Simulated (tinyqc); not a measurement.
Well width and field from level and shift.

Inverse problem. An infinitely deep well has E_1(0) = C (pi/L)^2/m1, C = hbar^2/(2 m0), and in a field F (potential zero at the centre of the well) the second-order term of the shift is -m1 F^2 L^4 (15 - pi^2)/(48 C pi^4); higher orders are set aside. Find L and F.

Parameters, values chosen for the exercise:
- m1 = 0.082 m0 (mass)

Constants: q = 1.602176634e-19 C, hbar = 1.054571817e-34 J s, m0 = 9.1093837015e-31 kg, hbar^2/(2 m0) = 0.0380998212 eV nm^2. Results are converted to the units shown.

E_1(0) = 0.029823970 eV
second-order shift of level 1 = -0.22333036 meV

Solution. The level gives L, and the shift then gives F^2.

L = 12.4 nm
F = 0.00200 V/nm

Numbers from tinyqc (`OMP_NUM_THREADS=1 python tinyqc.py 2580006 2580007 out.jsonl`; about 0.02 s on one thread of a shared Intel Xeon 2.30GHz).
